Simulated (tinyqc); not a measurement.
# Ballistic transport through the one-dimensional subbands of a rectangular nanowire or nanosheet channel, step by step

A worked calculation. Computed by tinyqc, a small Python program that keeps every step. Command: `OMP_NUM_THREADS=1 python tinyqc.py 3027192 3027193 out.jsonl wire walk`. One thread of a shared host (Intel(R) Xeon(R) Processor @ 2.30GHz), about 0.02 s of CPU time with the checks. Intermediate numbers are printed to about 7 digits and carried at full precision; extremes and crossings named in words are read from the listed rows.

Hard walls, parabolic subbands, transport along x. Energies are counted from the bulk conduction band edge at the top of the barrier, which the gate pulls down by U; the source Fermi level lies at the bulk edge when U = 0.

Inputs (values chosen for the exercise, modelled on silicon):
```
quantity                                   value  unit
light mass m_t                              0.18   m_0
heavy mass m_l                             0.919   m_0
height a                                     4.6    nm
width b                                      8.8    nm
equivalent oxide thickness t                 2.2    nm
gate voltage above flat band V_G               1     V
drain voltage V_D                           0.57     V
temperature T                                150     K
mean free path for back-scattering lambda     18    nm
channel length L                              17    nm
```

Valleys: silicon [100] wire.

Constants: hbar^2/(2 m_0) = 3.80998212 eV angstrom^2; k_B = 8.617333262e-05 eV/K; m_0 = 9.1093837015e-31 kg; k_B = 1.380649e-23 J/K; hbar = 1.054571817e-34 J s; eps_0 = 8.8541878128e-12 F/m; e = 1.602176634e-19 C; h = 6.62607015e-34 J s.

## Subbands

E_pq = (hbar^2 pi^2/2)(p^2/(m_y b^2) + q^2/(m_z a^2)); valley pairs: (m_x, m_y, m_z) = (m_t, m_t, m_l), (m_t, m_l, m_t), (m_l, m_t, m_t), each with degeneracy g = 2; the 10 lowest subbands are kept.

Subbands:
```
valley axis  p  q   E (meV)  m_x (m_0)
z            1  1   46.3136      0.180
y            1  1  104.0104      0.180
z            1  2  104.3249      0.180
y            2  1  119.8617      0.180
x            1  1  125.7031      0.919
z            2  1  127.2429      0.180
y            3  1  146.2804      0.180
y            4  1  183.2666      0.180
z            2  2  185.2542      0.180
z            1  3  201.0104      0.180
```

The second subband lies 57.7 meV, or 4.46 k_B T, above the first; the lowest belongs to the valleys with the heavy mass across the height.

## Self-consistent barrier

F_j(eta) = (1/Gamma(j + 1)) int_0^infinity x^j/(1 + exp(x - eta)) dx, F_0 = ln(1 + exp(eta)). Integrals over x = E/(k_B T) use 160 Gauss-Legendre points in u = sqrt(x) from 0 to sqrt(max(eta, 0) + 32). With degeneracy g = 2, eta_i = (U - E_i)/(k_B T) and u = e V_D/(k_B T): line density n = sum_i g sqrt(2 m_x k_B T/pi)/(2 hbar) [F_-1/2(eta_i) + F_-1/2(eta_i - u)]; gate: e n = C_ox (V_G - U/e), C_ox = 3.9 eps_0 2 (a + b)/t (flat-plate estimate); I = (2 e k_B T/h) sum_i g [F_0(eta_i) - F_0(eta_i - u)].

C_ox = 420.6544 aF/micrometre

U = 156.5004 meV

Occupation:
```
subband      eta_i  n_i (1/nm)  I_i (microampere)
1         8.524431   0.4565172           17.07515
2         4.060803   0.3073537            8.16817
3         4.036475   0.3063182            8.12027
4         2.834496   0.2500093            5.79195
5         2.382580   0.5104079            4.94926
6         2.263457   0.2192478            4.73195
7         0.790653   0.1302393            2.33286
8        -2.070728   0.0161583            0.23787
9        -2.224500   0.0140151            0.20564
10       -3.443452   0.0043570            0.06300
```

line density n = 2.214624 1/nm

ballistic current I = 51.67611 microampere

mean velocity I/(e n) = 1.456396 1e7 cm/s

7 of the subbands lie below the source Fermi level; the lowest carries 33 % of the current with 21 % of the charge. The gate spends 16 % of V_G on moving the bands.

## Conductance, capacitance and scattering

Linear conductance G = (2 e^2/h) sum_i g f(eta_i), g = 2, f = 1/(1 + exp(-eta_i)), with the barrier frozen at the eta_i above; current per perimeter I/(2(a + b)); with scattering, transmission lambda/(lambda + L) and low-bias resistance (1 + L/lambda)/G.

open modes sum g f = 13.31959

ballistic conductance = 1032.014 microsiemens

current per perimeter = 1928.213 microampere/micrometre

transmission = 0.5142857

low-bias resistance with scattering = 1.884126 kiloohm

Even without scattering the wire has h/(2 e^2 M) = 0.97 kiloohm, which sits in the contacts.

## Gate sweep

Open modes are sum_i g/(1 + exp(-eta_i)). The last column is e dn/dV_G over C_ox, taken up to the next row.

Against the gate voltage:
```
V_G (V)    U (meV)      n (1/nm)  I (microampere)    open modes      C_g/C_ox
-0.250   -250.0000  1.595529e-11     2.286239e-10  2.282773e-10  1.391078e-07
-0.150   -150.0000  3.653897e-08     5.235681e-07  5.227743e-07  9.380168e-04
-0.034    -34.1088  2.857191e-04     4.095696e-03  4.085553e-03  3.383217e-01
0.096      51.9094  1.157608e-01     1.962662e+00  1.306479e+00  7.139031e-01
0.200      81.6634  3.106948e-01     6.491258e+00  2.710184e+00  8.319350e-01
0.330     103.5119  5.946487e-01     1.277003e+01  5.024888e+00  8.980913e-01
0.470     117.7791  9.247624e-01     1.962302e+01  7.454376e+00  9.213747e-01
0.630     130.3591  1.311816e+00     2.801161e+01  9.735578e+00  9.292120e-01
0.800     142.3931  1.726559e+00     3.800090e+01  1.162241e+01  9.294638e-01
1.000     156.5004  2.214624e+00     5.167611e+01  1.331959e+01             -
```

Between the first two rows the current rises one decade per 30 mV, against the limit ln(10) k_B T/e = 30 mV. Above threshold C_g/C_ox lies between 0.71 and 0.93: the quantum capacitance in series costs a visible part.

Checks made by the program: density of the lowest subband against a direct sum over k (relative difference 1e-09).
